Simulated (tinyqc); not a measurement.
## A discretised effective-mass wire between two leads, recursive Green functions: convergence with the grid step

Finite differences on a grid of step a give a chain with hopping -t, t = C/(m a^2), C = hbar^2/(2 m0), and site energies 2 t + U_i for the N = 9 sites of the device; the semi-infinite leads have site energy 2 t. Each slice is one site, and V = -t couples neighbouring slices.

A flat barrier of height U0 = 1.2 eV and width d = 2.28 nm is laid on n sites with a = d/n (U = U0 on each, N = n). Sigma = t^2 g(E - 2 t), g(x) = (x - i sqrt(4 t^2 - x^2))/(2 t^2) for |x| < 2 t and (x - sign(x) sqrt(x^2 - 4 t^2))/(2 t^2) otherwise; Gamma = i (Sigma - Sigma^dagger); both leads give the same. Forward pass: g_1 = (E - H_1 - Sigma)^(-1), g_i = (E - H_i - V g_(i-1) V^dagger)^(-1), with Sigma also subtracted on the last slice; G_(i,1) = g_i V G_(i-1,1), starting from g_1. H_i is the block of slice i, its site energy. T(E) = Tr[Gamma G_(N,1) Gamma G_(N,1)^dagger]. The continuum value is 1/[1 + U0^2 sinh^2(K d)/(4 E (U0 - E))], K = sqrt(m (U0 - E)/C) (sin and k above the barrier).

Parameters, values chosen for the exercise: effective mass m = 0.041 m0; energy above the band bottom of the leads E = 0.632 eV.

Constants: q = 1.602176634e-19 C, hbar = 1.054571817e-34 J s, m0 = 9.1093837015e-31 kg, hbar^2/(2 m0) = 0.0380998212 eV nm^2. Results are converted to the units shown.

Convergence with the grid step:
```
n	a (nm)	t (eV)	T(E)	error (%)
1	2.2800	0.17876	0.035163	-67.1
2	1.1400	0.71504	0.11130	4.25
4	0.57000	2.8602	0.10890	2.00
8	0.28500	11.441	0.10736	0.554
16	0.14250	45.762	0.10692	0.142
32	0.071250	183.05	0.10680	0.0357
64	0.035625	732.20	0.10677	8.94e-3
```

What does the table show?

The continuum value is 0.10676. The error goes from -67 % to 0.0089 %, and the last halving of a cuts it by a factor of 4.0: second order, since the lattice band 2 t (1 - cos ka) departs from the parabola at order (ka)^4.

Numbers from tinyqc (`OMP_NUM_THREADS=1 python tinyqc.py 2660039 2660040 out.jsonl`; about 0.02 s on one thread of a shared Intel Xeon 2.30GHz).
